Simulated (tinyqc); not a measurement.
Modulation-doped quantum well, Poisson-Schroedinger loop: two steps of the calculation.

A well of width L centred at z = 0 between barriers Vb; effective-mass electrons, parabolic bands. The electrons come from donor sheets outside the mesh, a share fL of Ns on the left and the rest on the right, so the structure is neutral. Energies are counted from the band edge of the well, with U = 0 on the first node in the Hartree part.

Parameters, values chosen for the exercise; material values those of a made-up well:
```
symbol   value   unit                     meaning
T           20      K                 temperature
md       0.055     m0               in-plane mass
hz         2.4     nm                   mesh step
Ns      2.5e12  cm^-2  sheet density of electrons
```

Constants: q = 1.602176634e-19 C, kB = 1.380649e-23 J/K, hbar = 1.054571817e-34 J s, m0 = 9.1093837015e-31 kg, Vt = kB T/q, hbar^2/(2 m0) = 0.0380998212 eV nm^2. Results are converted to the units shown.

Task 1. Fermi level and occupations. Level k holds N_k = D_k Vt ln(1 + exp((EF - E_k)/Vt)) with D = md m0 q/(pi hbar^2) per eV (spin included); EF is fixed by sum N_k = Ns.

levels (eV): E1 0.008690175, E2 0.033943530

Give: EF; N_k.

Result 1.

EF = 0.07572 eV
N_k (cm^-2): E1 1.540e12, E2 9.599e11

Task 2. Converged levels, occupations and centroid. Tridiagonal Hamiltonian with psi = 0 one step beyond both ends: H_ii = C (1/m_(i-1/2) + 1/m_(i+1/2))/hz^2 + V0_i + U_i, H_(i,i+1) = -C/(m_(i+1/2) hz^2), C = hbar^2/(2 m0). The lowest 2 level(s) are kept, normalised to hz sum |psi|^2 = 1.

Solve for the levels with V0 + U, find EF, n_i = sum_k N_k |psi_k|^2 (in cm^-3); share of each level N_k/Ns; centroid sum n z/sum n.

```
node,z (nm),fixed potential V0 (eV),converged U (eV)
1,-20.4,0.12900000,0.00000000
2,-18,0.12900000,0.00000000
3,-15.6,0.12900000,-0.00000001
4,-13.2,0.12900000,-0.00000011
5,-10.8,0.12900000,-0.00000131
6,-8.4,0.00000000,-0.00001492
7,-6,0.00000000,-0.00016215
8,-3.6,0.00000000,-0.00072503
9,-1.2,0.00000000,-0.00226003
10,1.2,0.00000000,-0.00580028
11,3.6,0.00000000,-0.01314252
12,6,0.00000000,-0.02698879
13,8.4,0.00000000,-0.05002566
14,10.8,0.12900000,-0.08154042
15,13.2,0.12900000,-0.11517295
16,15.6,0.12900000,-0.15077594
17,18,0.12900000,-0.19373627
18,20.4,0.12900000,-0.25939669
```

mass on the intervals 1/2, 3/2, ... (mean of both at an interface) (m0): [0.0803, 0.0803, 0.0803, 0.0803, 0.0803, 0.07705, 0.0738, 0.0738, 0.0738, 0.0738, 0.0738, 0.0738, 0.0738, 0.07705, 0.0803, 0.0803, 0.0803, 0.0803, 0.0803]

Find: levels; EF; shares; n; centroid.

Result 2.

levels (eV): E1 -0.03917, E2 -0.00878
EF = 0.03043 eV
shares (%): E1 63.96, E2 36.04

```
node,n (1e18 cm^-3)
1,0.000
2,0.000
3,0.000
4,0.000
5,0.001
6,0.015
7,0.046
8,0.107
9,0.221
10,0.419
11,0.718
12,1.014
13,0.935
14,0.234
15,0.217
16,0.812
17,2.505
18,3.172
```

centroid = 13.81 nm

tinyqc, about 0.3 s, one thread, Intel Xeon 2.30GHz (shared host): `OMP_NUM_THREADS=1 python tinyqc.py 2140141 2140142 out.jsonl`
